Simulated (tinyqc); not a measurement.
Changing the current density j: electromigration in a confined line: Blech product, Korhonen stress evolution and Black's law. Computed by tinyqc, a small Python program. Command: `OMP_NUM_THREADS=1 python tinyqc.py 3009635 3009636 out.jsonl emigr sweep`. One thread of a shared host (Intel(R) Xeon(R) Processor @ 2.30GHz), about 0.01 s of CPU time with the checks.

The electron wind pushes atoms from the cathode (x = 0) to the anode (x = L); blocking ends build a back stress (tension positive). The input rho is taken not to change with temperature. d sigma/dt = d/dx [kappa (d sigma/dx + G)], with zero flux at both ends and sigma = sigma_0 at t = 0.

Inputs (values chosen for the exercise, close to those used for aluminium lines): resistivity rho = 2.83 micro-ohm cm; atomic volume Omega = 16.6 angstrom^3; effective charge number Z* = 4.4; prefactor D0 = 7.5e-08 m^2/s; activation energy E = 0.704 eV; effective modulus B = 36 GPa; critical stress sigma_c = 460 MPa; initial stress sigma_0 = 76 MPa; line length L = 260 um; test temperature T = 210 C.

Start: thermal stress.

Constants: e = 1.602176634e-19 C; k_B = 8.617333262e-05 eV/K; k_B = 1.380649e-23 J/K.

Method:
- G = Z* e rho j/Omega; D = D0 exp(-E/(k_B T)); kappa = D B Omega/(k_B T); drift velocity of an unconfined line v = D Z* e rho j/(k_B T). SI: 1 micro-ohm cm = 1e-8 ohm m, 1 MA/cm^2 = 1e10 A/m^2.
- Temperatures in kelvin are T(C) + 273.15.
- At steady state sigma(x) = sigma_0 + G (L/2 - x). A void forms only if the cathode stress reaches sigma_c, that is if j L exceeds (j L)_c = 2 Omega (sigma_c - sigma_0)/(Z* e rho). Time scale tau = L^2/kappa.
- sigma(x, t) = sigma_0 + G L [1/2 - x/L - 4 sum_(m odd) cos(m pi x/L) exp(-m^2 pi^2 s)/(m pi)^2], s = t/tau, summed to m = 399.
- Solve sigma(0, t) = sigma_c for s; the semi-infinite estimate is t = (pi/kappa) ((sigma_c - sigma_0)/(2 G))^2.

One run for each value; columns: (1) current density j (MA/cm^2); (2) nucleation time (h); (3) semi-infinite estimate (h); (4) steady cathode stress (MPa); (5) drift velocity (nm/h):
```
(1)          (2)         (3)    (4)     (5)
0.40  4.6421e+00  4.5690e+00    701   146.5
0.57  2.2506e+00  2.2501e+00    967   208.7
0.82  1.0872e+00  1.0872e+00   1357   300.2
1.20  5.0767e-01  5.0767e-01   1951   439.4
1.70  2.5296e-01  2.5296e-01   2732   622.5
2.40  1.2692e-01  1.2692e-01   3826   878.8
3.40  6.3239e-02  6.3239e-02   5388  1244.9
4.90  3.0447e-02  3.0447e-02   7732  1794.2
7.00  1.4919e-02  1.4919e-02  11013  2563.1
```

Describe and explain the trends.

Over the rows, nucleation time (h) falls from 4.64 to 0.0149 (exponent d ln y / d ln x about -2.0 throughout). The exponent of nucleation time stays between -2.04 and -2.00, near -2: nucleation in a long line: the stress grows as j sqrt(t).  Left out: 10.0 (the series is not converged at so short a time).

Caution (all rows): a steady stress above sigma_c is formal, since a void forms first.
